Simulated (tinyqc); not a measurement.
# Changing the anneal temperature T

Model: grain growth, pinning, strength and diffusional creep of a polycrystal or thin film. Computed by tinyqc, a small Python program. Command: `OMP_NUM_THREADS=1 python tinyqc.py 3004368 3004369 out.jsonl grain sweep`. One thread of a shared host (Intel(R) Xeon(R) Processor @ 2.30GHz), about 0.01 s of CPU time with the checks.

One mean grain size d describes the structure.

Inputs (values chosen for the exercise, modelled on copper):

| quantity | value | unit |
|---|---|---|
| shear modulus G | 48.9 | GPa |
| Burgers vector b | 2.556 | angstrom |
| atomic volume Omega | 11.81 | angstrom^3 |
| boundary energy gamma | 0.64 | J/m^2 |
| mobility prefactor M0 | 0.00027 | m^4/(J s) |
| activation energy of boundary motion Q_m | 1.22 | eV |
| anneal time t | 350 | s |
| initial grain size d0 | 170 | nm |
| particle volume fraction f | 0.00098 | - |
| particle radius r | 19 | nm |
| film thickness h | 1200 | nm |
| surface energy gamma_s | 1.5 | J/m^2 |
| friction stress sigma_0 | 23 | MPa |
| Hall-Petch slope k_y | 0.11 | MPa m^0.5 |
| lattice diffusion energy Q_l | 2.05 | eV |
| boundary diffusion energy Q_b | 0.959 | eV |
| lattice prefactor D0 | 0.00014 | m^2/s |
| boundary prefactor delta D0b | 1.8e-14 | m^3/s |
| applied stress sigma | 100 | MPa |
| service temperature T_c | 393 | K |

Sample: thin film on a substrate.

Constants: k_B = 8.617333262e-05 eV/K; k_B = 1.380649e-23 J/K.

Method:
- M = M0 exp(-Q_m/(k_B T)). The driving pressure is 2 gamma/d. Zener pinning pressure 3 f gamma/(2 r) stops growth at d_Z = 4 r/(3 f). Grooves where boundaries meet the surface have the angle theta = arcsin(gamma/(2 gamma_s)) and are taken to stop growth at d_h = h/(2 theta), a few film thicknesses; the limit is 1/d_lim = 1/d_Z + 1/d_h.
- dd/dt = 2 M gamma (1/d - 1/d_lim) integrates to 2 M gamma t = d_lim (d0 - d) + d_lim^2 ln[(d_lim - d0)/(d_lim - d)]; without pinning d^2 = d0^2 + 4 M gamma t.
- Hall-Petch term k_y/sqrt(d). Orowan term 3.06 x 0.4 G b ln(2 rbar/b)/(pi lambda sqrt(1 - nu)) with nu = 1/3, rbar = sqrt(2/3) r, lambda = rbar (sqrt(pi/f) - 2). Film term (threading dislocation, matched substrate, the geometry of an fcc (111) film taken for all cases): 3.464 G b ln(2 h/b)/(4 pi (1 - nu) h). The terms are added to sigma_0.
- Nabarro-Herring rate = 14 sigma Omega D_l/(k_B T d^2), D_l = D0 exp(-Q_l/(k_B T)); Coble rate = 14 pi sigma Omega delta D_b/(k_B T d^3), delta D_b = delta D0b exp(-Q_b/(k_B T)); they are equal at d_x = pi delta D_b/D_l.

One run for each value:

| anneal temperature T (K) | grain size d (nm) | size without pinning (nm) | yield stress (MPa) | time to 1 % strain (s) |
|---|---|---|---|---|
| 385 | 170.1 | 170 | 362.91 | 5.6709e+02 |
| 430 | 173.3 | 174 | 360.41 | 6.0000e+02 |
| 475 | 232.8 | 237 | 324.17 | 1.4541e+03 |
| 519 | 563.4 | 611 | 242.72 | 2.0618e+04 |
| 564 | 1370.7 | 1750 | 190.13 | 2.9692e+05 |
| 609 | 2300.1 | 4407 | 168.70 | 1.4029e+06 |
| 654 | 2518.5 | 9799 | 165.49 | 1.8415e+06 |
| 699 | 2518.9 | 19668 | 165.48 | 1.8425e+06 |
| 744 | 2518.9 | 36288 | 165.48 | 1.8425e+06 |

Over the rows, grain size d (nm) rises from 170 to 2520, flat over part of the range; size without pinning (nm) rises from 170 to 36300 (exponent d ln y / d ln x 0.18 between the first rows and 9.8 between the last); yield stress (MPa) falls from 363 to 165, flat over part of the range.

Caution (rows 385, 430, 475, 519): the grains are smaller than the film is thick, so they are not columnar, and the groove drag and film term are overstated. Caution (all rows): sigma Omega is not small against k_B T, as the linear creep laws assume. Caution (rows 385): T_c is above the anneal temperature, so the grains would go on growing in service.
